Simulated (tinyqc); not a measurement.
From results back to parameters: free-carrier optics of a doped semiconductor (Drude model with one polar phonon). Four cases, with inputs chosen for the exercise.

Problem. The upper coupled mode solves E^4 - (wL^2 + Ep^2) E^2 + Ep^2 wT^2 = 0 with wL = wT sqrt(es/ei); N is hidden.

eps(E) = ei [1 - Ep^2/(E^2 + i E Gam)] + (es - ei) wT^2/(wT^2 - E^2 - i E gT), with Ep^2 = 8 pi c (e^2/(4 pi eps0)) N/(m ei), c = hbar^2/2m0, N in 1/angstrom^3 (1e-24 per 1/cm^3); Gam = hbar/tau, tau = mu m m0/e with m0/e = 5.685630e-12 kg/C and mu in m^2/(V s). Energies in meV.

Constants: hbar^2/2m0 = 3.80998211 eV angstrom^2; e^2/(4 pi eps0) = 14.39964547 eV angstrom.

Find: Ep; N; L-.

Method. Ep^2 = L+^2 (L+^2 - wL^2)/(L+^2 - wT^2); the product of the roots gives L- = Ep wT/L+.

Case 1.

Values chosen (mass and dielectric values near those of InAs; N and mu are free inputs; interband absorption and the rise of the mass with filling are left out; the results hold for these values, not for the real material): m = 0.0273 m0 (conductivity mass); ei = 12.42 (high-frequency dielectric constant); wT = 26.5 meV (TO phonon); es = 15.22 (static dielectric constant).

L+ = 32.3824 meV

Solution.

Ep = 23.86 meV
N = 1.40e+17 1/cm^3
L- = 19.53 meV

Case 2.

Values chosen (mass and dielectric values near those of SiC; N and mu are free inputs; interband absorption and the rise of the mass with filling are left out; the results hold for these values, not for the real material): m = 0.4 m0 (conductivity mass); ei = 6.56 (high-frequency dielectric constant); wT = 99.9 meV (TO phonon); es = 9.79 (static dielectric constant).

L+ = 122.9893 meV

Solution.

Ep = 26.14 meV
N = 1.30e+18 1/cm^3
L- = 21.23 meV

Case 3.

Values chosen (mass and dielectric values near those of GaN; N and mu are free inputs; interband absorption and the rise of the mass with filling are left out; the results hold for these values, not for the real material): m = 0.197 m0 (conductivity mass); ei = 5.41 (high-frequency dielectric constant); wT = 70.3 meV (TO phonon); es = 9.8 (static dielectric constant).

L+ = 95.3003 meV

Solution.

Ep = 16.87 meV
N = 2.20e+17 1/cm^3
L- = 12.45 meV

Case 4.

Values chosen (mass and dielectric values near those of GaSb; N and mu are free inputs; interband absorption and the rise of the mass with filling are left out; the results hold for these values, not for the real material): m = 0.0409 m0 (conductivity mass); ei = 13.97 (high-frequency dielectric constant); wT = 27.4 meV (TO phonon); es = 15.24 (static dielectric constant).

L+ = 28.8111 meV

Solution.

Ep = 10.76 meV
N = 4.80e+16 1/cm^3
L- = 10.24 meV

Computed by tinyqc, one run a case: `OMP_NUM_THREADS=1 python tinyqc.py N N+1 out.jsonl` with N = 1652322, 1652372, 1652377, 1652380; one thread of a shared Intel(R) Xeon(R) Processor @ 2.30GHz, about 0.01 s a run at most.
